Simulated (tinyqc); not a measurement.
Finite-difference solution of the diffusion equation on a small grid: one step, computed by the program tinyqc.

dC/dt = D d2C/dx2 on nodes x_j = j dx, j = 0..9; the far end is sealed.

Task: Amplification factors. The mode of M with eigenvalue mu has its amplitude multiplied per step by g = (1 + (1 - theta) r mu)/(1 - theta r mu), with theta = 0 explicit, 1 implicit, 1/2 Crank-Nicolson; the explicit scheme is stable for r up to 2/|mu_min|.

Boundary at x = 0: sealed surface. Scheme: Crank-Nicolson.

operator M:
```
    0   1   2   3   4   5   6   7
0  -2   2   0   0   0   0   0   0
1   1  -2   1   0   0   0   0   0
2   0   1  -2   1   0   0   0   0
3   0   0   1  -2   1   0   0   0
4   0   0   0   1  -2   1   0   0
5   0   0   0   0   1  -2   1   0
6   0   0   0   0   0   1  -2   1
7   0   0   0   0   0   0   1  -2
8   0   0   0   0   0   0   0   1
9   0   0   0   0   0   0   0   0

    8   9
0   0   0
1   0   0
2   0   0
3   0   0
4   0   0
5   0   0
6   0   0
7   1   0
8  -2   1
9   2  -2
```

mesh ratio r = 3.24

Give: eigenvalues mu of M; factors g; largest stable r of the explicit scheme.

Result:

eigenvalues mu of M: -4.000  -3.879  -3.532  -3.000  -2.347  -1.653  -1.000  -0.468  -0.121  0.000

factors g: -0.733  -0.725  -0.702  -0.659  -0.584  -0.456  -0.237  0.138  0.673  1.000

largest stable r of the explicit scheme = 0.5

The smallest factor is -0.733: the shortest waves flip sign at each step while they decay.
